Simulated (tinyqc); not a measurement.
# Thermal boundary conductance by the acoustic and diffuse mismatch models, step by step

A worked calculation. Computed by tinyqc, a small Python program that keeps every step. Command: `OMP_NUM_THREADS=1 python tinyqc.py 3016875 3016876 out.jsonl kapitza walk`. One thread of a shared host (Intel(R) Xeon(R) Processor @ 2.30GHz), about 0.01 s of CPU time with the checks. Intermediate numbers are printed to about 6 digits and carried at full precision; extremes and crossings named in words are read from the listed rows.

Each side has one longitudinal and two transverse Debye branches, omega = v q up to q_D = (6 pi^2 n)^(1/3), with n counting all atoms. Scattering at the interface is elastic. Electrons are left out of G, also for metals. Melting is ignored. G refers to the temperatures of the phonons sent towards the interface. Linear branches over all atoms overstate G at high T, most for crystals with several atoms a cell.

Inputs (values chosen for the exercise, for two model solids):

| quantity | value | unit |
|---|---|---|
| density rho_1 | 8.7 | g/cm^3 |
| longitudinal velocity vL_1 | 5310 | m/s |
| transverse velocity vT_1 | 2680 | m/s |
| atom density n_1 | 108 | 1/nm^3 |
| conductivity kappa_1 | 7.52 | W/(m K) |
| density rho_2 | 9.6 | g/cm^3 |
| longitudinal velocity vL_2 | 4670 | m/s |
| transverse velocity vT_2 | 2830 | m/s |
| atom density n_2 | 100 | 1/nm^3 |
| conductivity kappa_2 | 1.43 | W/(m K) |
| temperature T | 4.2 | K |
| thickness d_1 | 380 | nm |
| thickness d_2 | 18 | nm |
| heat flux J | 0.48 | kW/cm^2 |

Structure: superlattice.

Constants: hbar = 1.054571817e-34 J s; k_B = 1.380649e-23 J/K.

## Cut-off frequencies and impedances

omega_c = v q_D for each branch, given as hbar omega_c/k_B; impedance Z = rho v.

Branches:

| branch | v (m/s) | cut-off (K) | Z (1e6 kg/(m^2 s)) |
|---|---|---|---|
| L, side 1 | 5310 | 752.857 | 46.197 |
| T, side 1 | 2680 | 379.973 | 23.316 |
| L, side 2 | 4670 | 645.347 | 44.832 |
| T, side 2 | 2830 | 391.078 | 27.168 |

## Acoustic mismatch: transmission of each branch

No mode conversion. t(theta) = 4 Z_1 Z_2 cos(theta_1) cos(theta_2)/N^2, with N = Z_2 cos(theta_1) + Z_1 cos(theta_2) for L (the form for pressure waves) and N = Z_1 cos(theta_1) + Z_2 cos(theta_2) for both T branches (the form for shear waves polarised along the interface); sin(theta_2) = (v_2/v_1) sin(theta_1), and t = 0 beyond the critical angle arcsin(v_1/v_2); the mean over the incoming flux is alpha = 2 int t sin(theta_1) cos(theta_1) d theta_1 (64 Gauss-Legendre points).

Transmission:

| branch | t at normal incidence | largest angle from side 1 (deg) | alpha, 1 to 2 | alpha, 2 to 1 |
|---|---|---|---|---|
| L | 0.999775 | 90.0000 | 0.968195 | 0.748872 |
| T | 0.994178 | 71.2618 | 0.886397 | 0.988397 |

For L waves from side 1 no critical angle exists, and the mean 0.97 stays near the normal-incidence 1.00. For T waves from side 1 the critical cone of 71 degrees bounds the transmission; the mean is 0.89 against 0.99 at normal incidence.

## Diffuse mismatch: transmission at low frequency

A phonon forgets its side and branch: alpha(1 to 2) = S_2/(S_1 + S_2), S_i = 1/vL_i^2 + 2/vT_i^2.

S_1 = 3.13924e-07 s^2/m^2

S_2 = 2.95575e-07 s^2/m^2

diffuse alpha, 1 to 2 = 0.484947

## Boundary conductance

G = (k_B^4 T^3/(8 pi^2 hbar^3)) int W(x) x^4 e^x/(e^x - 1)^2 dx, x = hbar omega/(k_B T). Acoustic mismatch: W = sum over the three branches of alpha(1 to 2)/v_1^2, each up to the lower of its two cut-offs. Diffuse mismatch: W = S_1 S_2/(S_1 + S_2), where S_i sums 1/v^2 over the branches of side i still below their cut-off. Radiation limit: W = min(S_1, S_2). The integral is split at the four cut-offs (64 Gauss-Legendre points a piece, x at most 45). Boundary resistance R = 1/G and Kapitza length kappa_2/G use the diffuse value.

G, acoustic mismatch = 0.212319 MW/(m^2 K)

G, diffuse mismatch = 0.114961 MW/(m^2 K)

G, radiation limit = 0.223202 MW/(m^2 K)

boundary resistance R = 8698.60 m^2 K/GW

Kapitza length in side 2 = 12439.0 nm

The diffuse value is 0.54 times the acoustic one and 52 % of the radiation limit. Diffuse scattering lowers G here: it sends back a share of the phonons that specular transmission lets pass. Caution: kappa_2 is of room-temperature size, so the Kapitza length is only nominal at this T.

## Conductance against temperature

The formulas are those given above.

G (MW/(m^2 K)):

| T (K) | acoustic mismatch | diffuse mismatch | radiation limit |
|---|---|---|---|
| 2 | 0.0229261 | 0.0124135 | 0.0241013 |
| 5 | 0.358221 | 0.193960 | 0.376583 |
| 10 | 2.86577 | 1.55168 | 3.01267 |
| 20 | 22.9254 | 12.4131 | 24.1006 |
| 40 | 177.409 | 96.1385 | 186.488 |
| 80 | 870.630 | 475.504 | 914.063 |
| 150 | 1865.63 | 1029.86 | 1954.42 |
| 300 | 2604.94 | 1447.36 | 2724.84 |
| 600 | 2876.15 | 1601.39 | 3007.04 |
| 1000 | 2940.71 | 1638.11 | 3074.19 |

All three follow T^3 at the cold end (exponent 3.00 for the diffuse model) and flatten at high T (exponent 0.04 at the hot end); the lowest cut-off is 380 K. The ratio of diffuse to acoustic goes from 0.54 to 0.56. The plateau is set by the frequencies that both sides share.

## Cross-plane conductivity of the superlattice

kappa_eff = (d_1 + d_2)/(d_1/kappa_1 + d_2/kappa_2 + 2 R), two interfaces a period, with bulk conductivities in the layers; the gradient is J/kappa_eff.

kappa_eff = 0.0227945 W/(m K)

kappa_eff without interfaces = 6.30552 W/(m K)

interface share of the resistance = 0.996385

temperature gradient = 210.577 K/micrometre

The interfaces carry most of the resistance: if both layers are scaled together, kappa_eff grows with the exponent 1.00, the interface share. Caution: the conductivities are of room-temperature size; at this T real values can differ much and free paths can be long. Caution: R from emitted-phonon temperatures is too large for use in series with Fourier layers, by up to a factor of about 2. Caution: layers this thin are often below the phonon free path, where bulk conductivities and independent interfaces no longer hold.

Checks made by the program: detailed balance alpha_12/v_1^2 = alpha_21/v_2^2 (relative difference below 1e-10); low-temperature limit G = pi^2 k_B^4 T^3 alpha S_1/(30 hbar^3) (relative difference below 1e-10).
